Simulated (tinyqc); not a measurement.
From results back to parameters: carrier statistics of a doped semiconductor with parabolic bands. Two cases, with inputs chosen for the exercise.

Problem. With Boltzmann statistics and no minority carriers, n (n + NA)/(ND - NA - n) = K(T) = (N(T)/2) exp(-E/kB T), E the ionisation energy of the majority dopant and N = 2 (m kB T/(4 pi c))^(3/2) with c = hbar^2/2m0, in 1/angstrom^3; times 1e24 for 1/cm^3, m = m_d. E = ED is known; the two densities were computed from hidden ND and NA.

Constants: hbar^2/2m0 = 3.80998211 eV angstrom^2; kB = 8.617333262e-05 eV/K.

Find: K(Ta), K(Tb); ND; NA.

Method. Each temperature gives one linear equation, K ND - (K + n) NA = n^2 + K n; solve the pair.

Case 1.

Values chosen (near those of InSb; the results hold for these values, not for the real material): ED = 0.00101 eV (donor level below Ec); m_d = 0.014 m0 (density-of-states mass of the majority band); Ta = 10 K; Tb = 18 K.

n(Ta) = 1.059220e+13 1/cm^3
n(Tb) = 1.378801e+13 1/cm^3

Solution.

K(Ta), K(Tb) (1/cm^3): 3.918e+13  1.593e+14

ND = 2.40e+13 1/cm^3
NA = 8.30e+12 1/cm^3

Case 2.

Values chosen (near those of SiC; the results hold for these values, not for the real material): ED = 0.0612 eV (donor level below Ec); m_d = 0.826 m0 (density-of-states mass of the majority band); Ta = 81 K; Tb = 141 K.

n(Ta) = 1.464374e+14 1/cm^3
n(Tb) = 2.045309e+15 1/cm^3

Solution.

K(Ta), K(Tb) (1/cm^3): 2.057e+14  1.971e+16

ND = 5.90e+15 1/cm^3
NA = 3.30e+15 1/cm^3

Computed by tinyqc, one run a case: `OMP_NUM_THREADS=1 python tinyqc.py N N+1 out.jsonl` with N = 1652195, 1652205; one thread of a shared Intel(R) Xeon(R) Processor @ 2.30GHz, about 0.02 s a run at most.
